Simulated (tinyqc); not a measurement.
# Floating body of a partially depleted SOI transistor: body voltage and kink: what changes with what

Source at 0 V. Channel current Ic = 2 nf K Vt^2 [F(0) - F(Vd)](1 + la Vd), F(V) = ln^2(1 + exp((Vg - VT - nf V)/(2 nf Vt))), VT = VT0 - gb Vb. Saturation voltage Vs = 2 Vt sqrt(F(0)) + 3 Vt, excess Ve = (Vd - Vs + sqrt((Vd - Vs)^2 + 0.0004 V^2))/2, multiplication M1 = Ai Ve exp(-Bl/Ve). Each junction passes D(v) = J1 (exp(v/Vt) - 1) + J2 (exp(v/(2 Vt)) - 1). Bipolar current Ib = bb J1 (exp(Vb/Vt) - 1). The body settles where M1 (Ic + Ib) = D(Vb) + D(Vb - Vd) + Vb/Rb; drain current Id = (1 + M1)(Ic + Ib) - D(Vb - Vd).

Inputs (values chosen for the exercise); values of the order met in partially depleted silicon-on-insulator transistors:
```
symbol    value         unit                                                                                            meaning
T           330            K                                                                                        temperature
VT0        0.37            V                                                                     threshold at zero body voltage
gb         0.27                                                                  fall of the threshold per volt of body voltage
nf         1.17                                                                                                    slope factor
K           140  uA/(V^2 um)                                                                              gain factor per width
la         0.04          1/V                                                                   channel-length modulation factor
Ai            2          1/V                                                                        impact-ionisation prefactor
Bl            8            V                                                                          impact-ionisation voltage
J1      7.4e-12        uA/um                                                      diffusion saturation current of each junction
J2       1.1e-7        uA/um                                                  recombination saturation current of each junction
bb          0.5                                                 gain of the lateral bipolar transistor on the diffusion current
Rb          1e9      kohm um  resistance of a weak body tie to the source (1e9 stands for no tie, and the term is then dropped)
Vg         0.85            V                                                                                       gate voltage
Vd          1.2            V                                                                                      drain voltage
```

Constants: q = 1.602176634e-19 C, kB = 1.380649e-23 J/K, Vt = kB T/q. Results are converted to the units shown.

Each table varies one quantity; the others keep the values above.

## Output curve and kink

Rows with more than one solution for Vb (latch) are left out; dId/dVd by a forward difference over 1e-4 V, swing = 1e-4 V over the change of log10 Id; M1 under 1e-12 is printed as 0.

Result of one run:
```
Vd (V)  Vb (V)        M1  Id, floating (uA/um)  Id, grounded (uA/um)  ratio  dId/dVd, floating (uS/um)  dId/dVd, grounded (uS/um)
1.8     0.6454  0.002276                 27.54                 14.86  1.853                      6.335                      1.012
```

What becomes of these results when the drain voltage Vd is changed from 1.8 to 1.32 V, all else the same?

Result of the changed run:
```
Vd (V)  Vb (V)        M1  Id, floating (uA/um)  Id, grounded (uA/um)  ratio  dId/dVd, floating (uS/um)  dId/dVd, grounded (uS/um)
1.32    0.4642  2.061e-5                 23.08                 14.52  1.590                      15.46                     0.5705
```

The whole series:
```
Vd (V)  Vb (V)        M1  Id, floating (uA/um)  Id, grounded (uA/um)  ratio  dId/dVd, floating (uS/um)  dId/dVd, grounded (uS/um)
1.16    0.3204  1.549e-6                 20.09                 14.43  1.393                      21.51                     0.5537
1.32    0.4642  2.061e-5                 23.08                 14.52  1.590                      15.46                     0.5705
1.48    0.5520  1.516e-4                 25.08                 14.61  1.716                      10.06                     0.6307
1.64    0.6069  6.984e-4                 26.46                 14.72  1.797                      7.452                     0.7689
1.8     0.6454  0.002276                 27.54                 14.86  1.853                      6.335                      1.012
```

Vb rises from 0.320 to 0.645 V and the ratio of the currents rises from 1.39 to 1.85. The output conductance with a floating body exceeds the grounded value by the largest factor among the rows, 38.8, at Vd = 1.16 V, where Vb = 0.320 V and M1 = 1.55e-6.

## Transfer curve and swing

Same model as above.

Transfer curve and swing:
columns A: Vg (V); B: Vb (V); C: M1; D: Id, floating (uA/um); E: Id, grounded (uA/um); F: ratio; G: swing, floating (mV/decade); H: swing, grounded (mV/decade)
```
A            B         C         D         E      F      G      H
-0.08  0.03964  0.001703  6.223e-7  4.814e-7  1.293  92.93  99.33
0.02   0.04391  0.001700  1.077e-5  7.581e-6  1.420  74.93  77.94
0.12    0.1162  0.001678  3.755e-4  1.483e-4  2.531  52.05  77.56
0.22    0.3494  0.001463   0.03603  0.002770  13.01  59.73  80.51
0.32    0.4670  9.025e-4    0.5606   0.04152  13.50  124.1  92.39
0.42    0.4966  4.351e-4     2.221    0.3598  6.172  224.7  128.3
0.52    0.4942  1.803e-4     5.071     1.539  3.295  343.7  199.4
0.62    0.4735  6.471e-5     8.963     3.968  2.259  473.7  296.5
0.72    0.4365  1.974e-5     13.73     7.697  1.784  614.9  405.6
```

Read the table: what changes, and by how much?

Vb goes from 0.0396 through a maximum of 0.497 (at Vg = 0.42 V among the rows listed) to 0.437 V. The smallest swing among the rows is 52.0 mV a decade with a floating body (at Vg = 0.12 V) and 77.6 with a grounded one; Vt ln 10 = 65.5. The floating swing is smaller by more than 3 % for Vg = -0.08, 0.02, 0.12, 0.22 V, where the rising Vb lowers the threshold as Vg rises. In the first row the floating body raises the current by a factor of 1.29.

Range of the model: The multiplication law is an empirical form chosen for the exercise; self-heating and capacitive coupling to the body are left out, and the linear laws are rough once Vb passes about 0.7 V or M1 about 0.1.

Computed by the program tinyqc: `OMP_NUM_THREADS=1 python tinyqc.py 2182178 2182179 out.jsonl`, one thread of a shared Intel Xeon 2.30GHz, about 0.2 s for the whole run.
